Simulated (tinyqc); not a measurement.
Changing the film thickness h: size effects in the resistivity of thin metal films and interconnect lines. Computed by tinyqc, a small Python program. Command: `OMP_NUM_THREADS=1 python tinyqc.py 3020912 3020913 out.jsonl size sweep`. One thread of a shared host (Intel(R) Xeon(R) Processor @ 2.30GHz), about 0.02 s of CPU time with the checks.

Electrons lose their drift at surfaces (a share 1 - p of the hits) and at grain boundaries (reflection R), besides bulk scattering.

Inputs (values chosen for the exercise, modelled on tungsten):
```
quantity                     value         unit
bulk resistivity rho_b         5.1  microohm cm
bulk mean free path lambda    15.1           nm
specularity p                 0.44            -
grain-boundary reflection R   0.47            -
grain size over thickness      1.9            -
```

Geometry: film.

Method:
- D = (ratio) h.
- Mayadas-Shatzkes: alpha = (lambda/D) R/(1 - R); rho_b/rho = 1 - 3 alpha/2 + 3 alpha^2 - 3 alpha^3 ln(1 + 1/alpha).
- Fuchs-Sondheimer film: rho_b/rho = 1 - (3/(2 kappa))(1 - p) int_0^1 (s - s^3)(1 - exp(-kappa/s))/(1 - p exp(-kappa/s)) ds, f = rho/rho_b, kappa = thickness/lambda, 80 Gauss-Legendre points.
- Both together (Mayadas-Shatzkes film): rho_b/rho = (rho_b/rho of the grains alone) - (6/(pi kappa))(1 - p) int_0^(pi/2) dphi int_0^1 ds (cos^2 phi/H^2)(s - s^3)(1 - exp(-kappa H/s))/(1 - p exp(-kappa H/s)), H = 1 + alpha/(cos phi sqrt(1 - s^2)), 40 x 80 Gauss-Legendre points.
- Sheet resistance rho/h; additive estimate rho_b (f_surface + f_grain - 1).

One run for each value; columns: (1) film thickness h (nm); (2) resistivity rho (microohm cm); (3) sheet resistance (ohm); (4) rho/rho_b from surfaces; (5) rho/rho_b from grains; (6) error of the additive estimate (%):
```
(1)       (2)         (3)     (4)     (5)          (6)
3.0    26.862  8.9540e+01  2.0523  4.1870  -5.2906e-01
5.3    17.526  3.3067e+01  1.6354  2.8213   5.9154e-01
9.4    12.180  1.2958e+01  1.3722  2.0399   9.9748e-01
17.0    9.060  5.3292e+00  1.2075  1.5838   8.3672e-01
29.0    7.442  2.5663e+00  1.1196  1.3470   5.0647e-01
91.0    5.858  6.4369e-01  1.0361  1.1134   8.2882e-02
160.0   5.533  3.4582e-01  1.0202  1.0650   2.9146e-02
280.0   5.349  1.9102e-01  1.0115  1.0374   1.0099e-02
500.0   5.240  1.0479e-01  1.0064  1.0210   3.3034e-03
```

Give the missing row, film thickness h (nm) = 51.0.

Computed row; columns: (1) film thickness h (nm); (2) resistivity rho (microohm cm); (3) sheet resistance (ohm); (4) rho/rho_b from surfaces; (5) rho/rho_b from grains; (6) error of the additive estimate (%):
```
(1)     (2)         (3)     (4)     (5)         (6)
51.0  6.443  1.2632e+00  1.0661  1.2000  2.2680e-01
```

Interpolating between the two neighbouring rows (the first column on a logarithmic scale, the others too where they are positive) misses most in error of the additive estimate (%), by 8.6 %. Over the rows, resistivity rho (microohm cm) falls from 26.9 to 5.24 (exponent d ln y / d ln x -0.75 between the first rows and -0.035 between the last); sheet resistance (ohm) falls from 89.5 to 0.105 (exponent d ln y / d ln x -1.8 between the first rows and -1.0 between the last); rho/rho_b from surfaces falls from 2.05 to 1.01 (exponent d ln y / d ln x -0.40 between the first rows and -0.0087 between the last). At the high end the exponent of resistivity rho is -0.04, close to 0: bulk behaviour. At the high end the exponent of sheet resistance is -1.04, close to -1: bulk resistivity over thickness.
